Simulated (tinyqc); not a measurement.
# Changing the temperature T

Model: inversion-layer mobility, back-scattering and ballistic limit of a field-effect transistor. Computed by tinyqc, a small Python program. Command: `OMP_NUM_THREADS=1 python tinyqc.py 3009067 3009068 out.jsonl mos sweep`. One thread of a shared host (Intel(R) Xeon(R) Processor @ 2.30GHz), about 0.01 s of CPU time with the checks.

The charge at the top of the source barrier is fixed by the gate; series resistance and short-channel effects are left out. F_j are Fermi integrals normalised to exp(eta) in the classical limit.

Inputs (values chosen for the exercise, modelled on a silicon p-channel):
```
quantity                                       value        unit
transport mass m                                0.31         m_0
valley degeneracy g_v                              1           -
weight w of the inversion charge               0.333           -
permittivity eps                                11.7           -
phonon mobility at 1 MV/cm and 300 K, mu_ph      110  cm^2/(V s)
roughness mobility at 1 MV/cm, mu_sr             170  cm^2/(V s)
Coulomb mobility at N_inv = 1e12/cm^2, mu_C      230  cm^2/(V s)
electrical oxide thickness t_inv                 1.4          nm
depletion charge N_dep                       5.1e+11      1/cm^2
gate overdrive V_G - V_T                        0.44           V
drain voltage V_D                                1.2           V
channel length L                                 340          nm
exponent a of the critical length               0.73           -
```

Statistics at the top of the barrier: Fermi-Dirac.

Constants: eps_0 = 8.8541878128e-12 F/m; e = 1.602176634e-19 C; m_0 = 9.1093837015e-31 kg; k_B = 1.380649e-23 J/K; hbar = 1.054571817e-34 J s; k_B = 8.617333262e-05 eV/K.

Method:
- N_inv = 3.9 eps_0 (V_G - V_T)/(e t_inv); effective field E_eff = e (N_dep + w N_inv)/(eps eps_0).
- mu_phonon = mu_ph (E_eff/1 MV/cm)^(-0.3) (T/300 K)^(-1.75); mu_rough = mu_sr (E_eff/1 MV/cm)^(-2); mu_Coulomb = mu_C (N_inv/1e12 cm^-2) (T/300 K); Matthiessen's rule adds 1/mu.
- F_j(eta) = (1/Gamma(j + 1)) int_0^infinity x^j/(1 + exp(x - eta)) dx, F_0 = ln(1 + exp(eta)). Integrals over x = E/(k_B T) use 160 Gauss-Legendre points in u = sqrt(x) from 0 to sqrt(max(eta, 0) + 32).
- Ballistic channel: N_2D = g_v m k_B T/(pi hbar^2), U = e V_D/(k_B T); eta_F solves N_inv = (N_2D/2)[F_0(eta_F) + F_0(eta_F - U)]; v_T = sqrt(2 k_B T/(pi m)); I/W = e (N_2D/2) v_T [F_1/2(eta_F) - F_1/2(eta_F - U)]; injection velocity v_T F_1/2(eta_F)/F_0(eta_F).
- Mean free path lambda = (2 k_B T/e)(mu/v_T) F_0(eta_0)/F_-1/2(eta_0), with eta_0 from N_inv = N_2D F_0(eta_0); critical length l = L (1 + U)^(-a), an empirical rule; back-scattering r = l/(l + lambda). Then eta solves N_inv = (N_2D/2)[(1 + r) F_0(eta) + (1 - r) F_0(eta - U)] and I/W = e (N_2D/2) v_T (1 - r)[F_1/2(eta) - F_1/2(eta - U)].
- Ballistic ratio: I over the ballistic current. Apparent mobility 1/(1/mu + 1/mu_B), mu_B = mu L/lambda.

One run for each value; columns: (1) temperature T (K); (2) effective mobility mu (cm^2/(V s)); (3) current I/W (microampere/micrometre); (4) injection velocity (1e7 cm/s); (5) ballistic ratio; (6) mean free path lambda (nm):
```
(1)     (2)     (3)     (4)      (5)     (6)
77   236.45  714.65  1.4696  0.44809  16.066
99   247.91  666.66  1.4744  0.41664  16.940
130  238.76  586.34  1.4832  0.36426  16.502
160  216.21  507.47  1.4941  0.31297  15.160
210  173.37  392.92  1.5169  0.23867  12.514
270  130.73  291.61  1.5510  0.17324   9.809
350   92.13  204.36  1.6041  0.11738   7.289
450   63.17  140.58  1.6773  0.07723   5.325
```

What does the table show, and why?

Over the rows, effective mobility mu (cm^2/(V s)) goes from 236 through a maximum among these rows, 248 at 99.0, to 63.2; current I/W (microampere/micrometre) falls from 715 to 141 (exponent d ln y / d ln x -0.28 between the first rows and -1.5 between the last); injection velocity (1e7 cm/s) rises from 1.47 to 1.68 (exponent d ln y / d ln x 0.013 between the first rows and 0.18 between the last). At the low end the exponent of injection velocity is 0.01, close to 0: a Fermi velocity. mu changes by a factor 3.92 over the table and the current by 5.08.

Caution (all rows): the current exceeds the long-channel drift law, so the empirical rule for l, meant for short channels, is too generous here. Caution (rows 77.0, 99.0, 130, 160, 210): in a degenerate gas the layer that can return carriers is set by E_F rather than k_B T, so l is underestimated.

Extremes, crossings and ranges named in words are read from the listed rows.
